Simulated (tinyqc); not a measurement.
Doping the contact: Schottky barrier with interface states (Cowley-Sze model), image lowering and contact resistance. Computed by tinyqc, a small Python program. Command: `OMP_NUM_THREADS=1 python tinyqc.py 3024813 3024814 out.jsonl pinning walk`. One thread of a shared host (Intel(R) Xeon(R) Processor @ 2.30GHz), about 0.01 s of CPU time with the checks.

An n-type semiconductor under a metal. The barrier lies between the Schottky-Mott limit phi_M - chi and the Bardeen limit E_g - E_n, E_n being the neutrality level of the interface states; the space-charge term of the full Cowley-Sze expression is left out.

Inputs (values chosen for the exercise, for a model semiconductor):
```
quantity                                     value  unit
gap E_g                                       3.01    eV
electron affinity chi                          4.3    eV
metal work function phi_M                     5.78    eV
neutrality level E_n above the valence band   1.64    eV
optical dielectric constant eps_opt            4.8     -
dielectric constant eps_s                     9.87     -
electron mass m_e                            0.242   m_0
valleys M_c                                      1     -
temperature T                                  350     K
```

Pinning factor from: Moench relation.

Constants: k_B = 8.617333262e-05 eV/K; hbar = 1.054571817e-34 J s; m_0 = 9.1093837015e-31 kg; eps_0 = 8.8541878128e-12 F/m; e = 1.602176634e-19 C; k_B = 1.380649e-23 J/K; h = 6.62607015e-34 J s.

Method:
- S = 1/(1 + 0.1 (eps_opt - 1)^2), an empirical relation for metal-induced gap states.
- phi_B = S (phi_M - chi) + (1 - S)(E_g - E_n); the hole barrier is E_g - phi_B.
- A* = 4 pi e m_e M_c k_B^2/h^3 (a simple valley count); J_s = A* T^2 exp(-phi/k_B T).
- E_00 = (e hbar/2) sqrt(N/(m_e eps_s eps_0)), E_0 = E_00 coth(E_00/k_B T); scaling form of the contact resistivity rho_c = (k_B/(e A* T)) exp(phi_B/E_0), which is the thermionic result when E_00 << k_B T and keeps only the leading exponential of tunnelling when E_00 >> k_B T; image lowering is left out of it.
- Regimes: thermionic below E_00/k_B T = 0.5, field emission above 5.

barrier phi_B = 1.41501 eV

Against doping:
```
N (cm^-3)  1e10/sqrt(N)  E_00/k_B T  rho_c (ohm cm^2)                     regime
1.00e+16     1.0000e+02  3.9831e-02        1.9595e+12        thermionic emission
1.00e+17     3.1623e+01  1.2596e-01        1.5698e+12        thermionic emission
1.00e+18     1.0000e+01  3.9831e-01        1.9483e+11        thermionic emission
3.00e+18     5.7735e+00  6.8989e-01        3.8583e+09  thermionic-field emission
1.00e+19     3.1623e+00  1.2596e+00        4.9306e+05  thermionic-field emission
3.00e+19     1.8257e+00  2.1816e+00        1.0770e+01  thermionic-field emission
1.00e+20     1.0000e+00  3.9831e+00        1.0954e-03  thermionic-field emission
3.00e+20     5.7735e-01  6.8989e+00        7.6045e-06             field emission
1.00e+21     3.1623e-01  1.2596e+01        3.5101e-07             field emission
```

Even over the thermionic rows rho_c falls by a factor 10, since the barrier is many E_0 high, and then it falls faster, by 18.7 decades in all; in field emission ln rho_c is linear in 1/sqrt(N). It stays above 1e-7 ohm cm^2 at every listed doping.
